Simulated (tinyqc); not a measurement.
# Signal and retention of a DRAM cell: effect of temperature

A stored one starts at Vd and leaks: Cs dV/dt = -I(V), I = a sqrt((V + Vb)/(Vd + Vb)) + b, with a = Ig exp[-(Eg1 q/kB)(1/T - 1/T0)] (generation in a depletion layer) and b = Is exp[-(Es q/kB)(1/T - 1/T0)]. The bit line is precharged to Vd/2, and charge sharing gives the signal (V - Vd/2) Cs/(Cs + Cb).

The cell fails below Vc = Vd/2 + dm (Cs + Cb)/Cs. With s = sqrt((Vc + Vb)/(Vd + Vb)), the time from Vd to Vc is t = [2 Cs (Vd + Vb)/a] [1 - s - (b/a) ln((a + b)/(a s + b))]. This time is the median of a log-normal spread: failing cells = Nc erfc(z/sqrt 2)/2, z = ln(t/tr)/sg.

Parameters, values chosen for the exercise:
- Vd = 1.3 V (array voltage)
- Cs = 18 fF (cell capacitance)
- Cb = 75 fF (bit-line capacitance)
- dm = 69 mV (smallest signal that the sense amplifier resolves)
- Vb = 1.66 V (built-in plus back-bias voltage of the storage junction)
- Ig = 0.46 fA (junction leakage at V = Vd and T0)
- Is = 0.72 fA (voltage-independent leakage at the reference temperature0)
- Es = 0.39 eV (activation energy of Is)
- T0 = 358 K (reference temperature)
- sg = 0.7 (deviation of ln(retention time) over the cells)
- Nc = 8.59e9 (cells)
- tr = 64 ms (refresh interval)
- Eg1 = 0.53 eV (activation energy of Ig)

Constants: q = 1.602176634e-19 C, kB = 1.380649e-23 J/K. Results are converted to the units shown.

Results:
```
T (K),a (fA),b (fA),retention time (s),failing cells
298,0.01447,0.05648,74.84,2.580e-14
318,0.05300,0.1468,26.62,3.003e-8
338,0.1664,0.3408,10.50,0.001367
358,0.4600,0.7200,4.522,5.081
368,0.7337,1.015,3.053,144.3
398,2.586,2.565,1.039,2.943e5
```

Estimate the missing row, T = 378 K.

Computed row:
```
T (K),a (fA),b (fA),retention time (s),failing cells
378,1.142,1.405,2.098,2655
```

With this row back in the table: The retention time falls from 74.8 to 1.04 s, halving every 19.7 K at the hot end. Its apparent activation energy goes from 0.422 to 0.456 eV, between Es = 0.39 and Eg1 = 0.53 eV, as the share of a in the leakage grows from 20.4 to 50.2 %.

Range of the model: Real arrays also hold a tail of unusually leaky cells and cells whose retention varies in time, which this model lacks.

Computed by the program tinyqc: `OMP_NUM_THREADS=1 python tinyqc.py 2130004 2130005 out.jsonl`, one thread of a shared Intel Xeon 2.30GHz, about 0.01 s for the whole run.
